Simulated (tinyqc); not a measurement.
Precursor delivery by bubblers, mass-transport growth and the solid composition of a III-V alloy: one step, computed by the program tinyqc. Command: `OMP_NUM_THREADS=1 python tinyqc.py 3013942 3013943 out.jsonl movpe_thermo walk`. One thread of a shared host (Intel(R) Xeon(R) Processor @ 2.30GHz), about 0.01 s of CPU time with the checks.

1 sccm = 44.615 micromol/min; 1 torr = 133.322 Pa. The sources decompose fully at the surface.

Task: Bubblers. log10 p_v = a - b/T_bath; molar flow = F x 44.615 x p_v/(p_b - p_v) for a saturated bubbler.

Inputs (values chosen for the exercise, modelled on trimethylgallium (source 1) and trimethylindium (source 2) for the vapour pressures):
```
quantity              value  unit
bath temperature T1     279     K
bath temperature T2     302     K
bubbler pressure p_b    600  torr
carrier flow F1          11  sccm
carrier flow F2          64  sccm
```

constants a, b of source 1 (log10 torr, K): 8.053  1703

constants a, b of source 2 (log10 torr, K): 10.52  3014

Give: vapour pressure 1; molar flow 1; vapour pressure 2; molar flow 2.

Result:

vapour pressure 1 = 88.93 torr

molar flow 1 = 85.40 micromol/min

vapour pressure 2 = 3.466 torr

molar flow 2 = 16.59 micromol/min

One kelvin of bath error changes flow 1 by 5.9 % and flow 2 by 7.7 %.
